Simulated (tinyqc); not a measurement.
Worked calculation: UHF in the sto-3g basis, for H4+, spin multiplicity 2. One step of it, computed by the program tinyqc.

Question. Iteration 1: building the Fock matrix. J_ij = sum D_kl (ij|kl) with D = D(alpha) + D(beta), K_ij = sum D_kl (ik|jl) for each spin; F = H + J - K(s); E = tr D H + tr D J / 2 - 0.5 sum_s tr D(s) K(s) + E_nn.

D(alpha) at the start, lower triangle:
```
,1H 1s,2H 1s,3H 1s,4H 1s
1H 1s,0.339061
2H 1s,-0.078334,0.339061
3H 1s,0.339061,-0.078334,0.339061
4H 1s,-0.078334,0.339061,-0.078334,0.339061
```

D(beta) at the start, lower triangle:
```
,1H 1s,2H 1s,3H 1s,4H 1s
1H 1s,0.130364
2H 1s,0.130364,0.130364
3H 1s,0.130364,0.130364,0.130364
4H 1s,0.130364,0.130364,0.130364,0.130364
```

core Hamiltonian H = T + V (hartree), lower triangle:
```
,1H 1s,2H 1s,3H 1s,4H 1s
1H 1s,-1.635308
2H 1s,-0.441261,-1.635308
3H 1s,-1.128876,-0.326979,-1.635308
4H 1s,-0.326979,-1.128876,-0.441261,-1.635308
```

Two-electron integrals (ij|kl) in chemists' order, unique and non-zero (hartree):
```
i,j,k,l,(ij|kl)
1,1,1,1,0.774606
2,1,1,1,0.109257
2,1,2,1,0.024678
2,2,1,1,0.319973
2,2,2,1,0.109257
2,2,2,2,0.774606
3,1,1,1,0.358424
3,1,2,1,0.054891
3,1,2,2,0.171163
3,1,3,1,0.204413
3,2,1,1,0.068071
3,2,2,1,0.015885
3,2,2,2,0.072038
3,2,3,1,0.039936
3,2,3,2,0.011621
3,3,1,1,0.512140
3,3,2,1,0.085096
3,3,2,2,0.282298
3,3,3,1,0.358424
3,3,3,2,0.072038
3,3,3,3,0.774606
4,1,1,1,0.072038
4,1,2,1,0.015885
4,1,2,2,0.068071
4,1,3,1,0.039936
4,1,3,2,0.011465
4,1,3,3,0.068071
4,1,4,1,0.011621
4,2,1,1,0.171163
4,2,2,1,0.054891
4,2,2,2,0.358424
4,2,3,1,0.097616
4,2,3,2,0.039936
4,2,3,3,0.171163
4,2,4,1,0.039936
4,2,4,2,0.204413
4,3,1,1,0.085096
4,3,2,1,0.019428
4,3,2,2,0.085096
4,3,3,1,0.054891
4,3,3,2,0.015885
4,3,3,3,0.109257
4,3,4,1,0.015885
4,3,4,2,0.054891
4,3,4,3,0.024678
4,4,1,1,0.282298
4,4,2,1,0.085096
4,4,2,2,0.512140
4,4,3,1,0.171163
4,4,3,2,0.068071
4,4,3,3,0.319973
4,4,4,1,0.072038
4,4,4,2,0.358424
4,4,4,3,0.109257
4,4,4,4,0.774606
```

nuclear repulsion = 2.39311630 hartree

Give: Coulomb J; exchange K(alpha); exchange K(beta); F(alpha); F(beta); total energy of this density.

Answer.

Coulomb J (hartree), lower triangle:
```
,1H 1s,2H 1s,3H 1s,4H 1s
1H 1s,1.4188
2H 1s,0.2934,1.4188
3H 1s,0.8005,0.2122,1.4188
4H 1s,0.2122,0.8005,0.2934,1.4188
```

exchange K(alpha) (hartree), lower triangle:
```
,1H 1s,2H 1s,3H 1s,4H 1s
1H 1s,0.5548
2H 1s,0.1197,0.5548
3H 1s,0.4684,0.1094,0.5548
4H 1s,0.1094,0.4684,0.1197,0.5548
```

exchange K(beta) (hartree), lower triangle:
```
,1H 1s,2H 1s,3H 1s,4H 1s
1H 1s,0.3019
2H 1s,0.1789,0.3019
3H 1s,0.2597,0.1680,0.3019
4H 1s,0.1680,0.2597,0.1789,0.3019
```

F(alpha) (hartree), lower triangle:
```
,1H 1s,2H 1s,3H 1s,4H 1s
1H 1s,-0.7714
2H 1s,-0.2675,-0.7714
3H 1s,-0.7968,-0.2241,-0.7714
4H 1s,-0.2241,-0.7968,-0.2675,-0.7714
```

F(beta) (hartree), lower triangle:
```
,1H 1s,2H 1s,3H 1s,4H 1s
1H 1s,-0.5185
2H 1s,-0.3267,-0.5185
3H 1s,-0.5881,-0.2828,-0.5185
4H 1s,-0.2828,-0.5881,-0.3267,-0.5185
```

total energy of this density = -1.715773 hartree
